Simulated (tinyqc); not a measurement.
Charge pumping in an n-channel transistor: effect of temperature.

The gate is pulsed from accumulation to inversion and back. Energies E are counted from the intrinsic level; Dit(E) = D0 [1 + b (2 E/Eg)^2]. During each edge the traps near the bands emit their carriers, and those between Eh and Ee recombine once a cycle.

Nc and Nv are given at 300 K and scale as T^1.5, vth as T^0.5; Eg and the cross-sections are held. ni = sqrt(Nc Nv) exp(-Eg/(2 Vt)), Eg in volts; emission times te = (dV/Va) tf and th = (dV/Va) tr; Ee = -Vt ln(vth sn ni te), Eh = +Vt ln(vth sp ni th). Nit = integral of Dit from Eh to Ee = D0 [Ee - Eh + 4 b (Ee^3 - Eh^3)/(3 Eg^2)], Qcp = q A Nit, Icp = f Qcp.

Inputs (values chosen for the exercise); band and dielectric values those of a made-up semiconductor: band gap Eg = 0.794 eV; conduction-band density of states at 300 K Nc = 1.08e19 cm^-3; valence-band density of states at 300 K Nv = 6.86e18 cm^-3; gate area A = 3 um^2; trap density at midgap D0 = 2.8e10 cm^-2 eV^-1; rise of the trap density towards the band edges b = 6.9; cross-section for electrons sn = 1.2e-16 cm^2; cross-section for holes sp = 9.3e-16 cm^2; thermal velocity at 300 K, one nominal value for electrons and holes vth = 1.4e7 cm/s; Vth - Vfb dV = 0.53 V; pulse height Va = 3.5 V; frequency f = 2e5 Hz; rise time tr = 300 ns; fall time tf = 700 ns.

Constants: q = 1.602176634e-19 C, kB = 1.380649e-23 J/K, Vt = kB T/q. Results are converted to the units shown.

Results:
```
T (K)  Ee (eV)    Eh (eV)  Nit (cm^-2)  Icp (pA)
180    0.29907   -0.28045    3.6171e10    34.771
220    0.26970   -0.24695    2.8636e10    27.528
260    0.23907   -0.21218    2.2122e10    21.266
300    0.20738   -0.17635    1.6629e10    15.986
340    0.17476   -0.13959    1.2094e10    11.626
420    0.10718  -0.063729     5.3941e9    5.1854
```

Estimate the missing row, T = 380 K.

Computed row:
```
T (K)  Ee (eV)   Eh (eV)  Nit (cm^-2)  Icp (pA)
380    0.14133  -0.10202     8.4014e9    8.0763
```

With this row back in the table: The window Ee - Eh shrinks from 0.580 to 0.171 eV, since emission is faster when hot, and Icp falls from 34.8 to 5.19 pA.

Range of the model: The Fermi levels of inversion and accumulation are taken to lie beyond Ee and Eh, the flat tops to fill all traps, and no geometric current is added.

tinyqc, about 0.01 s, one thread, Intel Xeon 2.30GHz (shared host): `OMP_NUM_THREADS=1 python tinyqc.py 2030096 2030097 out.jsonl`
